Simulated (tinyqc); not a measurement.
# Undoped symmetric double-gate MOSFET, analytic potential model: effect of the body thickness

An undoped body of thickness ts between two equal insulators and tied gates; long channel, electrons only, n = ni exp((psi - V)/Vt) with V the quasi-Fermi potential (0 at the source, Vd at the drain), constant mobility, no quantisation. Across the body psi(x) = V - 2 Vt ln[(ts/(2 beta)) sqrt(q ni/(2 eps0 eps_r Vt)) cos(2 beta x/ts)], x from the centre. Q is the electron charge per area of the whole body.

ni = sqrt(Nc Nv) exp(-Eg/(2 Vt)), Eg in volts; r = eps_r tox/(eox ts); V0 = dphi + 2 Vt ln[(2/ts) sqrt(2 eps0 eps_r Vt/(q ni))]. beta (between 0 and pi/2) solves (Vg - V0 - V)/(2 Vt) = ln(beta) - ln(cos beta) + 2 r beta tan(beta). Q = 8 eps0 eps_r Vt beta tan(beta)/ts; I = mu (1/L)(4 eps0 eps_r/ts)(2 Vt)^2 [g(beta_s) - g(beta_d)] per width, g = beta tan(beta) - beta^2/2 + r beta^2 tan^2(beta), with beta_s at V = 0 and beta_d at V = Vd.  I(low) is taken at Vg = 0.38 V, Qs and I(high) at Vg = 1.13 V.

Parameters, values chosen for the exercise; material values close to those of silicon: temperature T = 325 K; band gap Eg = 1.1 eV; relative permittivity of the semiconductor eps_r = 11.8; conduction-band density of states at T Nc = 3.13e19 cm^-3; valence-band density of states at T Nv = 2.95e19 cm^-3; relative permittivity of the gate insulator eox = 7.36; insulator thickness tox = 3.8 nm; gate work function less that of the intrinsic body dphi = 0.13 V; channel mobility mu = 430 cm^2/(V s); gate length L = 1 um; drain voltage Vd = 0.5 V.

Constants: q = 1.602176634e-19 C, kB = 1.380649e-23 J/K, Vt = kB T/q, eps0 = 8.8541878128e-14 F/cm where lengths are in cm. Results are converted to the units shown.

Effect of the body thickness:
```
ts (nm)	V0 (V)	I(low) (nA/um)	Qs(high) (nC/cm^2)	I(high) (uA/um)
1.7	0.6943	0.2220	1435	150.0
2.3	0.6773	0.3004	1448	153.4
3.3	0.6571	0.4310	1460	156.9
4.6	0.6385	0.6007	1467	159.7
6.4	0.6200	0.8356	1473	161.8
8.9	0.6015	1.162	1476	163.5
12	0.5848	1.566	1478	164.6
```

Read the table: what changes, and by how much?

As ts goes from 1.7 to 12 nm, I(low) rises from 0.222 to 1.57 nA/um and I(high) rises from 150 to 165 uA/um. On average I(low) goes as ts^(1.00) and I(high) goes as ts^(0.05). Below threshold the charge is proportional to the cross-section of the body; above it the insulator sets the charge. In every row the surface density at the source at the higher gate voltage passes 0.3 Nc, where Boltzmann statistics fail. For ts = 1.7 to 6.4 nm the body is thin enough for quantum confinement, left out here, to raise the threshold.

Program tinyqc, `OMP_NUM_THREADS=1 python tinyqc.py 2440074 2440075 out.jsonl`; Intel Xeon 2.30GHz, shared host, one thread, about 0.01 s.
